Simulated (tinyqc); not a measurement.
From rigid to soft shells: rigid-ion and shell models of the dielectric response of an ionic crystal. Computed by tinyqc, a small Python program. Command: `OMP_NUM_THREADS=1 python tinyqc.py 3003916 3003917 out.jsonl shell walk`. One thread of a shared host (Intel(R) Xeon(R) Processor @ 2.30GHz), about 0.01 s of CPU time with the checks.

Charges +Z and -Z; 6 nearest neighbours, Madelung constant M = 1.747565, volume per ion pair Omega = 2.000000 d^3. Energy per pair U = -M Z^2 e2/d + 6 A exp(-d/rho), e2 = e^2/(4 pi eps_0). In the shell model the anion is a core of charge Y - Z and a massless shell of charge -Y, joined by the spring k; the repulsion acts on the shell. Each ion feels the Lorentz field E + (4 pi/3) P (Gaussian units).

Inputs (values chosen for the exercise, for a model crystal):
```
quantity,value,unit
nearest-neighbour distance d,2.67,angstrom
ionic charge Z,1,e
hardness d/rho,12.1,-
cation mass,94.5,u
anion mass,79.9,u
shell charge size Y,1.99,e
core-shell spring k,45.3,eV/angstrom^2
cation polarisability alpha_+,0.45,angstrom^3
```

Structure: rock salt.

Constants: e^2/(4 pi eps_0) = 14.39964548 eV angstrom; 1 eV/angstrom^3 = 160.2176634 GPa; nu for 1 eV/(angstrom^2 u) = 15.6333042 THz; 1 THz = 33.35640952 1/cm.

Method:
- Zero pressure fixes 6 A exp(-d/rho) = M Z^2 e2 rho/d^2. Then U = -(M Z^2 e2/d)(1 - rho/d), B = M Z^2 e2 (d/rho - 2)/(9 Omega d), and the spring of one sublattice against the other is R = (1/3) x (Laplacian of the repulsion summed over neighbours) = M Z^2 e2 (d/rho - 2)/(3 d^3), so R = 3 B Omega/d^2.
- With C = 4 pi Z^2 e2/(3 Omega): mu lambda_TO = R - C, mu lambda_LO = R + 2 C; eps_inf = 1 and eps_s = lambda_LO/lambda_TO.
- lambda in eV/(angstrom^2 u) gives the wavenumber 15.6333042 x 33.35640952 x sqrt(lambda); mu is the reduced mass.
- Eliminating the shell gives the anion polarisability alpha_- = Y^2 e2/(k + R), the Szigeti charge Z_S = Z - Y R/(k + R) and the softened spring R' = k R/(k + R). With b = 4 pi (alpha_+ + alpha_-)/(3 Omega): eps_inf = (1 + 2b)/(1 - b) (Clausius-Mossotti); Born charge Z* = Z_S (eps_inf + 2)/3.
- mu lambda_TO = R' - (4 pi e2/(3 Omega)) Z_S^2/(1 - b); mu lambda_LO = mu lambda_TO + 4 pi e2 Z*^2/(eps_inf Omega); eps_s = eps_inf lambda_LO/lambda_TO.

repulsive spring R = 4.45094 eV/angstrom^2

volume Omega = 38.0683 angstrom^3

omega_LO, rigid ions = 218.769 1/cm

Response against the core-shell spring:
```
k (eV/angstrom^2),eps_inf,Z_S,Z*,omega_TO (1/cm),omega_LO (1/cm),eps_s
36,1.7718,0.78103,0.9820,131.33,183.02,3.4410
45,1.6425,0.82089,0.9967,131.52,188.03,3.3572
59,1.5228,0.86041,1.0103,131.70,193.28,3.2800
82,1.4172,0.89754,1.0224,131.85,198.50,3.2122
120,1.3331,0.92883,1.0320,131.98,203.14,3.1585
180,1.2734,0.95198,1.0387,132.06,206.73,3.1205
360,1.2145,0.97570,1.0455,132.15,210.55,3.0831
1400,1.1712,0.99369,1.0504,132.21,213.56,3.0556
```

What does the comparison show, and why?

From the stiffest to the softest shell eps_inf rises from 1.17 to 1.77 and Z_S falls from 0.99 to 0.78; omega_LO moves by -14 % and omega_TO by -0.7 %. Screening by eps_inf cuts the LO frequency, which rigid ions overstate (rigid ions: 219 per cm); eps_s goes from 3.06 to 3.44.
